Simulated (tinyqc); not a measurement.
A spin-degenerate level with charging energy between two leads, rate equations: relaxation from the empty dot.

States 0, up, down and 2 with energies 0, e1 - Ez/2, e1 + Ez/2 and 2 e1 + U. mu_L = +V/2, mu_R = -V/2 (meV), f(x) = 1/(1 + exp(x/kB T)). A transition that adds one electron of given spin at the energy E has the rate G f(E - mu) from each lead, and its reverse G [1 - f(E - mu)]. I counts electrons leaving the left lead, times q.

Explicit Euler step: p(new) = p + dt W p.

Stop when no probability changes by more than 1e-8 in a step, or after 60 steps.

Inputs (values chosen for the exercise):
- dt = 0.61 ns (time step)

W (1/ns):
```
             0        up      down         2
0     -2.20027   0.68974   0.68998   0.00000
up     1.10026  -0.68974   0.00000   1.79000
down   1.10002   0.00000  -0.68999   1.79000
2      0.00000   0.00000   0.00000  -3.58000
```

p at the start: 0 1, up 0, down 0, 2 0

Course of the iteration:
```
step       p(0)     p(up)   p(down)        p(2)  largest change
1     -0.342167  0.671157  0.671010   0.0000000            1.34
2      0.681884  0.159125  0.158989   0.0000017            1.02
3     -0.099451  0.549828  0.549625  -0.0000016           0.781
4      0.496696  0.251743  0.251557   0.0000033           0.596
5      0.041844  0.479189  0.478971  -0.0000033           0.455
6      0.388892  0.305654  0.305449   0.0000052           0.347
7      0.124096  0.438065  0.437844  -0.0000053           0.265
8      0.326135  0.337035  0.336822   0.0000074           0.202
...         ...       ...       ...         ...             ...
53     0.224341  0.395116  0.394896  -0.0143534          0.0265
54     0.255688  0.363769  0.363550   0.0169925          0.0313
55     0.218580  0.400877  0.400658  -0.0201148          0.0371
56     0.262508  0.356949  0.356730   0.0238128          0.0439
57     0.210506  0.408951  0.408732  -0.0281886          0.0520
58     0.272066  0.347391  0.347172   0.0333707          0.0616
59     0.199192  0.420265  0.420046  -0.0395033          0.0729
60     0.285460  0.333997  0.333778   0.0467649          0.0863
```

Did this iteration meet its convergence test, and what does its course show?

No. The change grows and flips sign each step, and probabilities leave the range 0 to 1. The largest decay rate of W is 3.58 1/ns, so a step multiplies that mode by 1 - dt times the rate = -1.18, beyond -1; stability needs dt below 0.559 ns. In reruns, dt = 0.28 ns settles in 36 steps; implicit steps, p(new) = (1 - dt W)^(-1) p, at the original dt = 0.61 ns settle in 24 steps.

Range of the model: Rate equations need hbar G well below kB T; cotunnelling and the Kondo effect are left out.

Program tinyqc, `OMP_NUM_THREADS=1 python tinyqc.py 2780001 2780002 out.jsonl`; Intel Xeon 2.30GHz, shared host, one thread, about 0.01 s.
